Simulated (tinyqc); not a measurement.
What moves the results: propagation of a band-gap error through k.p and effective-mass formulas. A value that a table varies takes the place of the one given here.

Chain, for a gap E (the reference Eg or another value), with Ep and Dso kept: 1/me = 1 + Ep (E + 2 Dso/3)/(E (E + Dso)); g* = 2 - 2 Ep Dso/(3 E (E + Dso)); g1(E) = g1 + (Ep/3)(1/E - 1/Eg), g2(E) = g2 + (Ep/6)(1/E - 1/Eg), light hole 1/(g1 + 2 g2), heavy hole 1/(g1 - 2 g2) along [100]; optical constant ei(E) = 1 + (ei - 1)(EP/(EP + E - Eg))^2, static e0(E) = ei(E) + e0 - ei.

Donor: R = Ry me/e0^2, a_B = a0 e0/me, Mott density (0.26/a_B)^3. Nc, Nv = 2 (m kT/(4 pi c))^(3/2), c = hbar^2/2m0, ni = sqrt(Nc Nv) exp(-E/2kT). Exciton: Ry mu/e0^2 with 1/mu = 1/me + g1(E). 1 angstrom^-3 = 1e24 cm^-3.

Constants: Ry = 13.60569312 eV; a0 (Bohr radius) = 0.5291772105 angstrom; kB = 8.617333262e-05 eV/K; hbar^2/2m0 = 3.80998211 eV angstrom^2.

Inputs chosen for the exercise (reference values near those of InSb, gap at low temperature; shifted at random, so the results belong to these values and not to a real crystal):

| symbol | value | unit | meaning |
|---|---|---|---|
| Eg | 0.231 | eV | gap at Gamma to the s-like level |
| Dso | 0.801 | eV | spin-orbit splitting |
| Ep | 23.4 | eV | Kane energy |
| g1 | 34.87 |  | Luttinger gamma1 |
| g2 | 15.48 |  | gamma2 |
| e0 | 16.84 |  | static dielectric constant |
| ei | 15.64 |  | optical dielectric constant |
| EP | 3.73 | eV | mean (Penn) gap |
| mh | 0.47 | m0 | density-of-states mass of the holes |
| T | 77 | K | temperature |
| Eg2 | 0.074 | eV | a wrong gap |

## The size of the error

E = f Eg; ratios against f = 1.

Results:

| f | E (eV) | me ratio | light-hole ratio | e0 ratio | donor ratio | Mott ratio | g* | log10 ni ratio |
|---|---|---|---|---|---|---|---|---|
| 0.25 | 0.058 | 0.272 | 0.245 | 1.087 | 0.230 | 0.0156 | -249.964 | 5.25 |
| 0.40 | 0.092 | 0.426 | 0.394 | 1.068 | 0.373 | 0.0634 | -149.370 | 4.26 |
| 0.60 | 0.139 | 0.624 | 0.594 | 1.045 | 0.572 | 0.214 | -93.951 | 2.87 |
| 0.80 | 0.185 | 0.815 | 0.796 | 1.022 | 0.781 | 0.508 | -66.591 | 1.45 |
| 1.00 | 0.231 | 1.000 | 1.000 | 1.000 | 1.000 | 1.00 | -50.416 | 0.00 |
| 1.20 | 0.277 | 1.179 | 1.206 | 0.979 | 1.231 | 1.75 | -39.808 | -1.46 |
| 1.50 | 0.346 | 1.441 | 1.520 | 0.949 | 1.601 | 3.50 | -29.427 | -3.66 |
| 2.00 | 0.462 | 1.858 | 2.053 | 0.902 | 2.287 | 8.76 | -19.415 | -7.36 |

How do the results move?

Between f = 0.8 and 1.2 the mean powers d ln(ratio)/d ln f are 0.91 for me, 1.03 for the light hole, -0.11 for e0, 1.12 for the donor energy and 3.05 for the Mott density; ni moves by -3.14 decades per 0.1 eV, against -0.1 eV/(2 kT ln 10) = -3.27 from the exponential alone, the rest coming from Nc through me^(3/4). g* keeps its sign, from -249.96 to -19.41.

## What each input does

All at E = Eg2. Each row changes one parameter from the base and keeps the others.

Results:

| case | me (m0) | light hole (m0) | e0 | donor (meV) | exciton (meV) | log10 ni |
|---|---|---|---|---|---|---|
| base | 0.0045 | 0.0048 | 18.15 | 0.187 | 0.126 | 14.088 |
| Eg2 = 0.08 eV | 0.0049 | 0.0052 | 18.10 | 0.203 | 0.137 | 13.916 |
| Dso = 0.865 eV | 0.0045 | 0.0048 | 18.15 | 0.188 | 0.126 | 14.089 |
| Ep = 25.272 eV | 0.0042 | 0.0045 | 18.15 | 0.173 | 0.118 | 14.063 |
| g1 = 37.66 | 0.0045 | 0.0047 | 18.15 | 0.187 | 0.125 | 14.088 |
| EP = 3.432 eV | 0.0045 | 0.0048 | 18.28 | 0.185 | 0.124 | 14.088 |
| ei = 16.891 | 0.0045 | 0.0048 | 18.27 | 0.185 | 0.125 | 14.088 |
| mh = 0.508 m0 | 0.0045 | 0.0048 | 18.15 | 0.187 | 0.126 | 14.113 |
| T = 83.16 K | 0.0045 | 0.0048 | 18.15 | 0.187 | 0.126 | 14.318 |

How do the results move?

The largest shifts from the base row, up to three for each result and ties (the steps differ in size, so this ranks the rows, not the parameters). me (m0): Eg2 +0.0004, Ep -0.0003; unchanged at the printed digits by Dso, g1, EP, ei, mh and T. light hole (m0): Eg2 +0.0004, Ep -0.0002, g1 -0.0001; unchanged at the printed digits by Dso, EP, ei, mh and T. e0: EP +0.12, ei +0.11, Eg2 -0.05; unchanged at the printed digits by Dso, Ep, g1, mh and T. donor (meV): Eg2 +0.016, Ep -0.014, EP -0.002, ei -0.002; unchanged at the printed digits by g1, mh and T. exciton (meV): Eg2 +0.011, Ep -0.008, EP -0.002, ei -0.002; unchanged at the printed digits by Dso, mh and T. log10 ni: T +0.230, Eg2 -0.172, mh +0.025, Ep -0.025; unchanged at the printed digits by g1, EP and ei.

(tinyqc, `OMP_NUM_THREADS=1 python tinyqc.py 1880431 1880432 out.jsonl`, Intel(R) Xeon(R) Processor @ 2.30GHz, 1 thread, shared host, about 0.01 s.)
